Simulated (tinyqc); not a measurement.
Transistor under a ferroelectric capacitor (negative capacitance), static model: two steps of the calculation.

A ferroelectric film of thickness tf lies between the gate and an inner metal at potential v, which drives an ordinary transistor. One domain, P = Q (background permittivity neglected): Vg = v + tf (2 al Q + 4 be Q^3), al = -3 sqrt(3) Ec/(4 Pr), be = 3 sqrt(3) Ec/(8 Pr^3). Gate charge Q(v) = Qi + Cp v with the channel charge Qi = Cox n Vt ln(1 + exp((v - VT)/(n Vt))). Q in uC/cm^2, E in kV/cm; 1 nm times 1 kV/cm is 1e-4 V. Domains, leakage and the switching time are left out.

Inputs (values chosen for the exercise); Pr and Ec close to those of hafnium oxide based films: temperature T = 300 K; remanent polarisation Pr = 22 uC/cm^2; coercive field Ec = 800 kV/cm; capacitance of the inner oxide Cox = 2.8 uF/cm^2; overlap capacitance per gate area Cp = 1.19 uF/cm^2; threshold of the inner transistor VT = 0.36 V; subthreshold factor of the inner transistor n = 1.05; ferroelectric thickness tf = 22 nm; gate voltage Vg = 0.34 V.

Constants: q = 1.602176634e-19 C, kB = 1.380649e-23 J/K, Vt = kB T/q. Results are converted to the units shown.

Problem 1. Landau coefficients and capacitance at zero charge. al = -3 sqrt(3) Ec/(4 Pr), be = 3 sqrt(3) Ec/(8 Pr^3); C_FE(0) = 1/(2 al tf); far below threshold the gain is 1/(1 + 2 al tf Cp) near Q = 0 and the swing n Vt ln 10/gain.

Give: al; be; C_FE(0); gain near Q = 0; swing.

Solution 1.

al = -47.24 kV cm/uC
be = 0.04880 kV cm^5/uC^3
C_FE(0) = -4.811 uF/cm^2
gain near Q = 0 = 1.329
swing = 47.04 mV/decade

Problem 2. Inner potential by Newton steps. f = v + tf (2 al Q + 4 be Q^3) - Vg, f' = 1 + C tf (2 al + 12 be Q^2) with C = Cox/(1 + exp(-(v - VT)/(n Vt))) + Cp; v(new) = v - f/f'.

v after iteration 1 = 0.49977394 V
al = -47.237749 kV cm/uC
be = 0.048799328 kV cm^5/uC^3

Give: Q; f; f'; v after iteration 2.

Solution 2.

Q = 0.98654 uC/cm^2
f = -0.044862 V
f' = 0.17903
v after iteration 2 = 0.75035 V

tinyqc, about 0.02 s, one thread, Intel Xeon 2.30GHz (shared host): `OMP_NUM_THREADS=1 python tinyqc.py 2860101 2860102 out.jsonl`
